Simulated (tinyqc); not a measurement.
Band-to-band tunnelling across a p-n junction in a two-band chain: one step. WKB for the same field. Two cases, with inputs chosen for the exercise.

Question. T = exp(-2 I/F), I = integral of q de across the gap. Continuum: q = sqrt(Eg^2/4 - e^2)/(t a), I = pi Eg^2/(8 t a). Lattice: q from the cosh formula, 12 Gauss-Legendre points in u with e = (Eg/2) sin(u), u from -pi/2 to pi/2. F in V/angstrom is the value in MV/cm over 100.

Sites alternate A at -Eg/2 and C at +Eg/2 with hopping -t; near the edges, with k counted from the zone boundary pi/a, E^2 = (Eg/2)^2 + (t a k)^2, so t = sqrt(c Eg/m)/a gives the mass m, c = hbar^2/2m0. In the gap cosh(q a) = 1 + (Eg^2/4 - e^2)/(2 t^2), e the energy from the local mid-gap. The potential is V0 = Eg + ov on the p side (left), 0 on the n side, and falls linearly over the 2N sites of the junction, V_j = V0 (1 - j/(2N + 1)), j = 1 to 2N, site 1 being A. E = Eg/2 + x ov. A half chain that ends on a site of level e1 with neighbour e2 has g = (1 + z)/(E - e1), z = exp(-/+ i k a) the root with Im g < 0, cos(k a) = (E - e1)(E - e2)/(2 t^2) - 1. S_L = t^2 g (ending on C, shifted by V0), S_R = t^2 g (starting on A). T = 4 Im(S_L) Im(S_R) |G_(1,2N)|^2.

Constants: hbar^2/2m0 = 3.80998211 eV angstrom^2.

Give: I; T by WKB.

Case 1.

Values chosen (gap and mass near those of InAs; shifted at random, so the results belong to these values and not to a real crystal):
- Eg = 0.342 eV (gap)
- m = 0.024 m0 (mass of electron and light hole)
- a = 5 angstrom (period (two sites))
- ov = 0.19 eV (overlap: top of the valence band on the p side above the conduction edge on the n side)

F = 3.04000 MV/cm

Answer.

I (eV/angstrom): continuum 0.006234, lattice 0.006231

T by WKB: continuum 0.6636, lattice 0.6637

The chain gives 0.5186, 0.781 times the lattice WKB value; the exponent is only 0.41, and reflections at the two kinks of the potential count.

Case 2.

Values chosen (gap and mass near those of InSb; shifted at random, so the results belong to these values and not to a real crystal):
- Eg = 0.188 eV (gap)
- m = 0.0135 m0 (mass of electron and light hole)
- a = 4 angstrom (period (two sites))
- ov = 0.15 eV (overlap: top of the valence band on the p side above the conduction edge on the n side)

F = 2.41429 MV/cm

Answer.

I (eV/angstrom): continuum 0.001905, lattice 0.001905

T by WKB: continuum 0.8540, lattice 0.8540

The chain gives 0.6734, 0.788 times the lattice WKB value; the exponent is only 0.16, and reflections at the two kinks of the potential count.

Computed by tinyqc, one run a case: `OMP_NUM_THREADS=1 python tinyqc.py N N+1 out.jsonl` with N = 1482406, 1482672; one thread of a shared Intel(R) Xeon(R) Processor @ 2.30GHz, about 0.01 s a run at most.
